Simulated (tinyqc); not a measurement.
Worked calculation: inverse iteration on a symmetric matrix. One step of it, computed by the program tinyqc.

Problem. Step 2. solve (A - shift) w = v; v' = w/|w| with its largest component positive (the first on a tie); lambda = v'^T A v'.

A, lower triangle:
```
,1,2,3,4
1,1.164000
2,-0.271000,1.486000
3,0.202000,-0.288000,2.092000
4,-0.036000,-0.085000,0.424000,5.434000
```

vector after step 1: 0.707561  0.645703  0.273601  0.086994

shift = 0.310000

Give: vector after step 2; Rayleigh quotient after step 2.

Solution.

vector after step 2: 0.779  0.615  0.120  0.018

Rayleigh quotient after step 2 = 1.035
